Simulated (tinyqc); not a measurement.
Mirror strength against the number of periods: longitudinal sound in a periodic multilayer: transfer matrices, stop bands and folded phonons. Computed by tinyqc, a small Python program. Command: `OMP_NUM_THREADS=1 python tinyqc.py 3022054 3022055 out.jsonl multilayer walk`. One thread of a shared host (Intel(R) Xeon(R) Processor @ 2.30GHz), about 0.01 s of CPU time with the checks.

Layers 1 and 2 repeat with period d = d_1 + d_2; waves travel normal to the layers, without loss. State vector (u, s): displacement u and stress divided by omega. Impedances Z = rho v are in 1e6 kg/(m^2 s).

Inputs (values chosen for the exercise, modelled on silica (layer 1), tungsten (layer 2) and silicon (substrate)):
```
quantity            value    unit
density rho_1         2.2  g/cm^3
velocity v_1         5970     m/s
thickness d_1         799      nm
density rho_2        18.9  g/cm^3
velocity v_2         5270     m/s
thickness d_2         699      nm
substrate density     2.3  g/cm^3
substrate velocity   8350     m/s
frequency f          1.17     GHz
```

Method:
- Z = rho v; interface reflection r = (Z_2 - Z_1)/(Z_2 + Z_1) (stress amplitude, from 1 into 2); Bragg frequency f_B = 1/[2 (d_1/v_1 + d_2/v_2)]; long-wave velocity v_eff = d/sqrt[(d_1/v_1)^2 + (d_2/v_2)^2 + (Z_1/Z_2 + Z_2/Z_1)(d_1/v_1)(d_2/v_2)].
- A layer maps (u, s) by [[cos p, sin p/Z], [-Z sin p, cos p]], p = 2 pi f d_i/v_i; one period is M = M_2 M_1, and cos(q d) = trace(M)/2.
- For N periods A = M^N. A wave comes from a thick layer of material 1 and leaves into the substrate (Z_s): transmitted power T = 4 Z_1 Z_s/|Z_1 A_22 + Z_s A_11 - i (Z_1 Z_s A_12 - A_21)|^2, reflected power R = 1 - T.

Bragg frequency f_B = 1.87636 GHz

Z_2 = 99.603

Z_1 = 13.134

Z of the substrate = 19.205

trace(M)/2 = -2.34805

Transmitted power:
```
N     T at f_B  T at f_B (dB)      T at f
1     0.096725        -10.145     0.13495
2    0.0017670        -27.528   0.0068358
3   3.0754e-05        -45.121  3.4189e-04
4   5.3480e-07        -62.718  1.7092e-05
6   1.6172e-10        -97.912  4.2716e-08
8   4.8902e-14        -133.11  1.0675e-10
12  4.4715e-21        -203.50  6.6676e-16
16  4.0887e-28        -273.88  4.1645e-21
24  3.4186e-42        -414.66  1.6246e-31
```

What does the comparison show, and why?

At f_B each further period removes 17.60 dB at large N, which is 20 log10 of the impedance ratio, 17.60 dB, as for a quarter-wave stack; 99 % reflection needs N = 2 among these rows. At f, in a stop band, T decays as well. Values below about 1e-6 belong to the ideal stack: roughness and scattering into other modes, left out here, set a floor in a real one.
